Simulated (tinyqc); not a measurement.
From results back to parameters: band gaps under pressure and temperature from deformation potentials. Two cases, with inputs chosen for the exercise.

Problem. A gap falls from its value at 0 K by aV T^2/(T + bV). The falls at two temperatures are given.

Find: T^2/fall; aV; bV.

Method. T^2/fall = (T + bV)/aV is a straight line in T with slope 1/aV and intercept bV/aV.

Case 1.

Values chosen (out of a larger set: near those of GaAs, the X and L potentials typical of such crystals; not measured data): T12 = (150, 400) K (two temperatures).

falls at the two temperatures (meV): 35.608696  146.823529

Solution.

T^2/fall (K^2/meV): 631.9  1089.7

aV = 0.546 meV/K
bV = 195 K

Case 2.

Values chosen (out of a larger set: near those of Si, the X and L potentials typical of such crystals; not measured data): T12 = (150, 300) K (two temperatures).

falls at the two temperatures (meV): 33.140794  85.995316

Solution.

T^2/fall (K^2/meV): 678.9  1046.6

aV = 0.408 meV/K
bV = 127 K

Computed by tinyqc, one run a case: `OMP_NUM_THREADS=1 python tinyqc.py N N+1 out.jsonl` with N = 1051049, 1051055; one thread of a shared Intel(R) Xeon(R) Processor @ 2.30GHz, about 0.01 s a run at most.
